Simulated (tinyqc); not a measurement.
# MOS inversion layer, Poisson-Schroedinger loop: what changes with what

Electrons confined at an insulator interface at z = 0, treated as a hard wall; parabolic valleys, Hartree approximation, no image or exchange terms. The depletion charge lies far deeper than the electrons and gives a uniform field q Nd/(eps0 eps_r); the gate balances all charge. Energies are counted from the band edge at the interface.

Inputs (values chosen for the exercise); masses and permittivity close to those of gallium nitride:
- T = 200 K (temperature)
- eps_r = 9.42 (relative permittivity)
- mz1 = 0.204 m0 (mass along z of valley set A (1 valley(s)))
- md1 = 0.198 m0 (in-plane density-of-states mass of set A)
- Ns = 1.9e12 cm^-2 (sheet density of electrons)
- Nd = 2.7e12 cm^-2 (sheet density of depletion charge)

Constants: q = 1.602176634e-19 C, kB = 1.380649e-23 J/K, hbar = 1.054571817e-34 J s, m0 = 9.1093837015e-31 kg, Vt = kB T/q, eps0 = 8.8541878128e-14 F/cm where lengths are in cm, hbar^2/(2 m0) = 0.0380998212 eV nm^2. Results are converted to the units shown.

Each table varies one quantity; the others keep the values above.

## Effect of the sheet density of depletion charge

Schroedinger equation -(C/mz) psi'' + (V0 + U) psi = E psi, C = hbar^2/(2 m0), psi(0) = 0, on a uniform mesh of 800 nodes with a far wall at 35 nm, 8 levels a set; V0 = q Nd z/(eps0 eps_r); dU/dz = q (Ns - integral of n from 0 to z)/(eps0 eps_r), U(0) = 0; N_k = g md m0 q Vt/(pi hbar^2) ln(1 + exp((EF - E_k)/Vt)), g the number of valleys of the set, sum N_k = Ns. Triangular well: E_k = a_k (C F^2/mz)^(1/3), a_1 = 2.338107, a_2 = 4.087949, C = hbar^2/(2 m0), F in eV/nm. Fang-Howard (all electrons in the lowest level of set A): b^3 = 6 (mz1/C) q (Nd + 11 Ns/32)/(eps0 eps_r), centroid 3/b, level C b^2/(4 mz1) + (3/b) q (Nd + 11 Ns/16)/(eps0 eps_r). The centroid adds 3.9 z_av/eps_r to an oxide-equivalent thickness. Shares under 0.0001 % are printed as 0.

Effect of the sheet density of depletion charge:
columns A: Nd (cm^-2); B: A1 (meV); C: A2 (meV); D: EF (meV); E: share of A1 (%); F: share of A2 (%); G: centroid z_av (nm); H: added oxide equivalent (nm); I: Fang-Howard centroid (nm)
```
A         B    C    D     E        F     G      H     I
1e11    132  179  145  84.8     10.0  4.57   1.89  3.87
1.7e11  136  184  149  87.3     9.23  4.19   1.73  3.76
3.1e11  142  196  157  91.1     7.29  3.70   1.53  3.57
5.3e11  153  217  169  95.0     4.50  3.28   1.36  3.33
9.4e11  172  255  189  98.3     1.66  2.87   1.19  3.02
1.6e12  202  312  219  99.6    0.353  2.53   1.05  2.69
2.9e12  255  411  273   100   0.0247  2.17  0.899  2.31
5e12    332  550  349   100  6.60e-4  1.86  0.771  1.98
```

As Nd goes from 1e11 to 5e12, A1 rises from 132 to 332 meV, the share of A1 rises from 84.8 to 100 % and the centroid falls from 4.57 to 1.86 nm. A1 goes as Nd^(0.48) between the last two rows (a triangular well in the field of that charge alone gives 2/3). The Fang-Howard centroid is 15 % below the full one in the first row, where A1 holds 84.8 %, and 6.3 % above it in the last, where A1 holds 100 %.

## Effect of the sheet density of electrons

Schroedinger equation -(C/mz) psi'' + (V0 + U) psi = E psi, C = hbar^2/(2 m0), psi(0) = 0, on a uniform mesh of 800 nodes with a far wall at 18 nm, 8 levels a set; V0 = q Nd z/(eps0 eps_r); dU/dz = q (Ns - integral of n from 0 to z)/(eps0 eps_r), U(0) = 0; N_k = g md m0 q Vt/(pi hbar^2) ln(1 + exp((EF - E_k)/Vt)), g the number of valleys of the set, sum N_k = Ns.

Results:
columns A: Ns (cm^-2); B: A1 (meV); C: A2 (meV); D: EF (meV); E: share of A1 (%); F: share of A2 (%); G: centroid z_av (nm); H: added oxide equivalent (nm); I: Fang-Howard centroid (nm)
```
A         B    C    D     E       F     G      H     I
1e11    189  329  144   100  0.0313  2.38  0.985  2.52
2.1e11  193  333  161   100  0.0314  2.37  0.980  2.51
4.5e11  201  343  184   100  0.0317  2.34  0.970  2.48
9.7e11  218  363  218   100  0.0327  2.29  0.949  2.43
2.1e12  253  404  274   100  0.0371  2.20  0.910  2.34
4.4e12  319  480  371  99.9  0.0588  2.05  0.847  2.18
2e13    668  899  898  95.2    4.78  1.64  0.678  1.66
```

Estimate the missing row, Ns = 9.4e12 cm^-2.

Computed row:
columns A: Ns (cm^-2); B: A1 (meV); C: A2 (meV); D: EF (meV); E: share of A1 (%); F: share of A2 (%); G: centroid z_av (nm); H: added oxide equivalent (nm); I: Fang-Howard centroid (nm)
```
A         B    C    D     E      F     G      H     I
9.4e12  444  625  557  99.7  0.287  1.83  0.758  1.95
```

With this row back in the table: As Ns goes from 1e11 to 2e13, A1 rises from 189 to 668 meV, the share of A1 falls from 100 to 95.2 % and the centroid falls from 2.38 to 1.64 nm. A1 goes as Ns^(0.54) between the last two rows (a triangular well in the field of that charge alone gives 2/3). EF lies more than 2 meV above A1 for Ns = 2.1e12, 4.4e12, 9.4e12, 2e13. The Fang-Howard centroid is 5.9 % above the full one in the first row, where A1 holds 100 %, and 1.4 % above it in the last, where A1 holds 95.2 %.

Computed by the program tinyqc: `OMP_NUM_THREADS=1 python tinyqc.py 2160155 2160156 out.jsonl`, one thread of a shared Intel Xeon 2.30GHz, about 0.5 s for the whole run.
